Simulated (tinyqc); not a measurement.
Tight binding, dimerised chain, step by step. One step of it, computed by the program tinyqc.

Task: Levels at X. Diagonalise the Hermitian matrix.

H(k) at X (eV):
```
           A          B
A   0.080000  -1.630000
B  -1.630000  -0.080000
```

Give: eigenvalues; weights |c|^2 of the basis functions.

Result:

eigenvalues (eV): -1.6320  1.6320

weights |c|^2 of the basis functions:
```
   band 1  band 2
A  0.4755  0.5245
B  0.5245  0.4755
```
